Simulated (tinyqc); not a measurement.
## Segment and feed resistance from two drops

Question. A rail is fed at one end through Rq; K loads of Ij follow, each after a segment Rs. The drop at load j is K Ij Rq + Rs Ij sum_(l=1..j) (K - l + 1). Find Rs, Rq and the worst drop, at the middle, if the rail were fed through Rq at both ends: K Ij Rq/2 + Rs Ij K^2/8 with the load taken as continuous.

Inputs (values chosen for the exercise): number of equal loads K = 26; current of each load Ij = 1 mA.

drops at the first and at the last load (mV): 9.984  110.73400

Solution. The difference of the two drops is Rs Ij K (K - 1)/2, which gives Rs; the first drop then gives Rq.

Rs = 0.310 ohm
Rq = 0.0740 ohm
drop at the middle with two feeds = 27.2 mV

Program tinyqc, `OMP_NUM_THREADS=1 python tinyqc.py 2770176 2770177 out.jsonl`; Intel Xeon 2.30GHz, shared host, one thread, about 0.2 s.
